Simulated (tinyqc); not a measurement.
Inside a calculation. Model: power transistor in saturation, electro-thermal loop.

Program tinyqc, `OMP_NUM_THREADS=1 python tinyqc.py 2520125 2520126 out.jsonl`; Intel Xeon 2.30GHz, shared host, one thread, about 0.01 s. Printed values are rounded.

One temperature T for the device, T = T0 + Rth P(T), with P(T) = V I0 (T/300 K)^(-al) [1 + kv (T - 300 K)/Vov]^2. The loop gain is Rth dP/dT; a solution is thermally stable when it is below one.

Inputs (values chosen for the exercise): ambient temperature T0 = 360 K; drain voltage V = 12 V; saturation current at 300 K I0 = 0.29 A; exponent of the mobility al = 1.5; overdrive at 300 K Vov = 2.1 V; fall of the threshold with temperature kv = 1.4 mV/K; thermal resistance Rth = 52 K/W.

## Iteration 1: temperature by substitution

T at the start = 360 K

P(T) = V I0 (T/300 K)^(-al) [1 + kv (T - 300 K)/Vov]^2; T(new) = T0 + Rth P(T).

P = 2.86335 W
T after iteration 1 = 508.894 K

## Iteration 2: temperature by substitution

As before.

P = 2.04441 W
T after iteration 2 = 466.309 K

## Course of the iteration: temperature by substitution

Stop when T changes by less than 1e-6 K, or after 200 iterations.

Course of the iteration:
```
iteration    T (K)  |change| (K)
1          508.894           149
2          466.309          42.6
3          475.234          8.93
4          473.206          2.03
5          473.659         0.453
6          473.558         0.102
7          473.581        0.0227
8          473.575       5.09e-3
9          473.577       1.14e-3
10         473.576       2.56e-4
11         473.576       5.73e-5
12         473.576       1.28e-5
13         473.576       2.87e-6
14         473.576       6.44e-7
```

Converged in 14 iterations. At the end each change is about 0.22 times the one before, with alternating sign: linear convergence.

## Loop gain and effective thermal resistance

converged T = 473.576 K

P(T) = V I0 (T/300 K)^(-al) [1 + kv (T - 300 K)/Vov]^2; P'(T) = P [-al/T + 2 kv/(Vov + kv (T - 300 K))]; G = Rth P'. A small change of T0 changes T by 1/(1 - G) times as much.

P = 2.18416 W
G = -0.224011
dT/dT0 = 0.816986

The feedback is negative: heating lowers the power, and the device steadies itself.
